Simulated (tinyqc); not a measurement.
Front-illuminated p-i-n photodiode, quantum efficiency and bandwidth: one step of the calculation.

Light enters through a p layer (0 to xp), a depleted layer (xp to xp + wi) and a thick n substrate, decaying as exp(-al x); one pass, no back reflection. Carriers made in the depleted layer are all collected; those in the neutral layers diffuse.

Task. Quantum efficiency. k = al Ln, s = S Ln/Dn, e = exp(-al xp); front layer f1 = (k/(k^2 - 1)) {[s + k - e (s cosh(xp/Ln) + sinh(xp/Ln))]/[s sinh(xp/Ln) + cosh(xp/Ln)] - k e}; depleted layer f2 = e (1 - exp(-al wi)); substrate f3 = e exp(-al wi) al Lp/(1 + al Lp); external efficiency (1 - Rf)(f1 + f2 + f3); responsivity = efficiency q lam/(h c).

Values chosen for this exercise; values close to those of germanium at this wavelength:
- lam = 1310 nm (wavelength)
- al = 6890 1/cm (absorption coefficient)
- Rf = 0.02 (reflectance of the front face)
- xp = 0.52 um (thickness of the front p layer)
- wi = 1.7 um (thickness of the depleted layer)
- Dn = 35 cm^2/s (electron diffusion coefficient in the p layer)
- Ln = 3.1 um (electron diffusion length in the p layer)
- S = 4000 cm/s (recombination velocity of the front surface)
- Lp = 23 um (hole diffusion length in the thick n substrate)

Constants: q = 1.602176634e-19 C, h = 6.62607015e-34 J s, c = 299792458 m/s. Results are converted to the units shown.

Wanted: s; f1; f2; f3; external efficiency; responsivity.

Result.

s = 0.03543
f1 = 0.2973
f2 = 0.4823
f3 = 0.2038
external efficiency = 0.9636
responsivity = 1.018 A/W

The front layer absorbs 30.1 % of the light that enters and collects 98.7 % of that. Diffusion from the neutral layers makes up 51.0 % of the current.

Program tinyqc, `OMP_NUM_THREADS=1 python tinyqc.py 2250001 2250002 out.jsonl`; Intel Xeon 2.30GHz, shared host, one thread, about 0.01 s.
